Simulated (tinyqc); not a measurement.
Comparisons within one model: hydrogenic donor in a hard-walled well (variational). A value that a table varies takes the place of the one given here.

Trial function cos(pi z/L) exp(-r/lam), r measured from the donor at zi, walls at +/- L/2, one eps everywhere. Counted from the lowest subband, E(lam) = c/(m lam^2) - (q/eps) I0/I1, with I0 the integral of cos^2(pi z/L) exp(-2|z - zi|/lam) over the well and I1 the same with the factor (|z - zi| + lam/2); c = hbar^2/2m0, q = e^2/(4 pi eps0). The binding energy is -E at the minimum.

Constants: hbar^2/2m0 = 3.80998211 eV angstrom^2; e^2/(4 pi eps0) = 14.39964547 eV angstrom; Ry = 13.60569312 eV.

Parameters, chosen for this exercise (near those of GaAs; not measured data): m = 0.068 m0 (mass); eps = 13.2 (dielectric constant); Ls = (21, 43, 102, 212, 327, 733, 1407) angstrom (widths); L = 101 angstrom (well width); zi = 32 angstrom (position of the donor from the centre).

## Width of the well

Ry* = 5.3098 meV
a* = 102.723 angstrom

Donor at the centre and at the wall (zi = L/2).

Binding:
```
L (angstrom)   L/a*  centre (meV)  in Ry*  wall (meV)  in Ry*  centre/wall
21             0.20         17.53   3.302       13.00   2.449         1.35
43             0.42         15.27   2.875        9.92   1.867         1.54
102            0.99         11.98   2.257        6.54   1.231         1.83
212            2.06          9.28   1.747        4.33   0.816         2.14
327            3.18          7.92   1.491        3.35   0.631         2.36
733            7.14          6.18   1.163        2.10   0.396         2.94
1407          13.70          5.58   1.050        1.59   0.299         3.51
```

At the centre the binding falls from 3.30 to 1.05 Ry*, between the limits 4 and 1. At the wall it falls from 2.45 to 0.30 Ry*, towards 1/4: the wall forces a node through the donor, as in a 2p state. With this trial function, which underbinds wall donors by about a tenth, the wall donor drops below the bulk value between 102 and 212 angstrom. The ratio grows from 1.35 to 3.51.

## Position of the donor

Fixed width; zi from the centre to the wall.

Binding:
```
2 zi/L  zi (angstrom)  lam (angstrom)  binding (meV)  in Ry*
0.0               0.0            83.0          12.02   2.264
0.2              10.1            85.0          11.58   2.182
0.4              20.2            91.5          10.42   1.962
0.6              30.3           103.2           8.94   1.684
0.8              40.4           118.8           7.59   1.430
0.9              45.5           126.9           7.04   1.326
1.0              50.5           134.7           6.57   1.238
```

Uniform doping spreads the level over 5.45 meV, from 12.02 at the centre to 6.57 at the wall, while lam grows by 62 %. The slope is flat at the centre, which gives a peak in the density of donor states there, and steepest between 2 zi/L = 0.4 and 0.6.

## What each parameter does

The minimum over lam; Ry* = Ry m/eps^2. Each row changes one parameter from the base and keeps the others.

Results:
```
case              binding (meV)  lam (angstrom)  binding/Ry*
base                       8.70           105.7        1.638
m = 0.058 m0               7.93           118.7        1.750
eps = 11.9                10.24            97.9        1.567
L = 131 angstrom           8.84           101.9        1.666
zi = 16 angstrom          10.97            88.2        2.066
```

The largest shifts from the base row, up to three for each result and ties (the steps differ in size, so this ranks the rows, not the parameters). binding (meV): zi +2.27, eps +1.54, m -0.77. lam (angstrom): zi -17.5, m +13.0, eps -7.8. binding/Ry*: zi +0.428, m +0.112, eps -0.071.

Computed by tinyqc, a small Python program: `OMP_NUM_THREADS=1 python tinyqc.py 1250192 1250193 out.jsonl` (the numbers bound the seed that draws the inputs); one thread of a shared host (Intel(R) Xeon(R) Processor @ 2.30GHz), about 0.03 s for the whole set of steps.
